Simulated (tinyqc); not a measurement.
Chemically amplified photoresist: aerial image, acid generation, bake, development and line width: one step, computed by the program tinyqc. Command: `OMP_NUM_THREADS=1 python tinyqc.py 3014269 3014270 out.jsonl resist walk`. One thread of a shared host (Intel(R) Xeon(R) Processor @ 2.30GHz), about 0.03 s of CPU time with the checks.

Lines and spaces of pitch p with a two-beam-like image; x = 0 is the middle of the bright space. The resist is positive and treated as uniform in depth.

Question. Space width and dose latitude. Dose E(x) = E [1 + c cos(2 pi x/p)]; acid h = 1 - exp(-C E(x)). Bake: the acid image is blurred by a Gaussian of variance sigma^2 = 2 D t (each Fourier term k of h, taken on 64 points, is multiplied by exp(-4 pi^2 k^2 D t/p^2)). The quencher then removes q, h_eff = max(h_blurred - q, 0); protection m = exp(-k_amp t h_eff). Mack rate r = r_max (a + 1)(1 - m)^n/(a + (1 - m)^n) + r_min, a = ((n + 1)/(n - 1))(1 - m_th)^n. Edge: vertical development clears the film where r t_d >= d; the space width is twice the x where r = d/t_d. Dose sensitivity = d ln(width)/d ln E from widths at 1.005 E and E/1.005; image log-slope at the edge = |d ln E/dx|, normalised by the width (NILS); latitude for 10 % of width = 10 %/sensitivity.

Inputs (values chosen for the exercise, for a model resist at 13.5 nm):

| quantity | value | unit |
|---|---|---|
| pitch p | 37 | nm |
| image contrast c | 0.77 | - |
| mean dose E | 3.46 | mJ/cm^2 |
| Dill parameter C | 0.035 | cm^2/mJ |
| quencher load q, relative to the acid generator | 0.081 | - |
| acid diffusivity D | 0.056 | nm^2/s |
| bake time t | 90 | s |
| amplification rate k_amp | 0.057 | 1/s |
| threshold protection m_th | 0.57 | - |
| development selectivity n | 3 | - |
| largest rate r_max | 110 | nm/s |
| smallest rate r_min | 0.072 | nm/s |
| resist thickness d | 45 | nm |
| development time t_d | 45 | s |

Give: space width; dose sensitivity; NILS; dose latitude.

Answer.

space width = 20.23 nm

dose sensitivity = 0.7864

NILS = 2.950

dose latitude = 12.72 %

At the same width a resist without blur would give a sensitivity 2/NILS = 0.678; the blur multiplies it by 1.16. Caution: lateral development, standing waves and the joint diffusion of acid and quencher are left out, so widths are indicative.
